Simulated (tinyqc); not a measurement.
# Junctionless gate-all-around wire, depletion approximation, step by step

tinyqc, about 0.01 s, one thread, Intel Xeon 2.30GHz (shared host): `OMP_NUM_THREADS=1 python tinyqc.py 2460095 2460096 out.jsonl` Printed values are rounded.

A uniformly doped n-type wire of radius R under a surrounding gate; long channel. Below flat band a shell from radius rc to R is fully depleted and the neutral core, at channel potential V (0 at the source, Vd at the drain), carries the current with constant mobility; s = (rc/R)^2 is the share of the cross-section that conducts. The edge of the depleted shell is taken as abrupt, so there is no subthreshold current.

Values chosen for this exercise; material values close to those of silicon:
```
symbol   value        unit                                      meaning
eps_r     11.5               relative permittivity of the semiconductor
eox        3.9              relative permittivity of the gate insulator
tox        3.6          nm                          insulator thickness
R            8          nm                                  wire radius
Nd      8.3e18       cm^-3                                donor density
Vfb       0.32           V                            flat-band voltage
mu          87  cm^2/(V s)               effective mobility in the wire
L         0.05          um                                  gate length
Vg        0.19           V                                 gate voltage
Vd        0.05           V                                drain voltage
```

Constants: q = 1.602176634e-19 C, eps0 = 8.8541878128e-14 F/cm where lengths are in cm. Results are converted to the units shown.

## Voltages that deplete the wire

Cox = eps0 eox/(R ln(1 + tox/R)); A = q Nd R^2/(4 eps0 eps_r); B = q Nd R/(2 Cox); VT = Vfb - A - B.

Cox = 1.16169 uF/cm^2
A = 0.208959 V
B = 0.457887 V
VT = -0.346846 V

Of the 0.667 V needed, 68.7 % drops over the insulator. The device is normally on.

## Iteration 1: conducting share at the source by Newton steps

s at the start = 0.5

With V = 0: f = A (1 - s + s ln s) + B (1 - s) - (Vfb - Vg); f' = A ln s - B; s(new) = s - f/f'.

f = 0.131003 V
f' = -0.602727 V
s after iteration 1 = 0.717351

## Iteration 2: conducting share at the source by Newton steps

As before.

f = 0.00868896 V
f' = -0.527301 V
s after iteration 2 = 0.733829

## Course of the iteration: conducting share at the source by Newton steps

Stop when s changes by less than 1e-11, or after 30 iterations. s must stay positive.

Course of the iteration:
```
iteration	s	|change|
1	0.717351	0.217
2	0.733829	0.0165
3	0.733905	7.51e-5
4	0.733905	1.54e-9
5	0.733905	0
```

Converged in 5 iterations. At the end the number of correct digits about doubles with each step.

## Core radius, conductance and current

s0 = 0.733905
sL = 0.640691

s solves Vfb - Vg + V = A (1 - s + s ln s) + B (1 - s), and s = 0 where the left side exceeds A + B. I = (q mu Nd pi R^2/L)[g(s0) - g(sL)], g = A (s^2/4 - (s^2/2) ln s) + B s^2/2, with s0 at V = 0 and sL at V = Vd. rc = R sqrt(s0); the small-signal conductance at Vd = 0 is q mu Nd pi R^2 s0/L.

rc at the source = 6.85346 nm
conductance = 34.1434 uS
I = 1.59780 uA
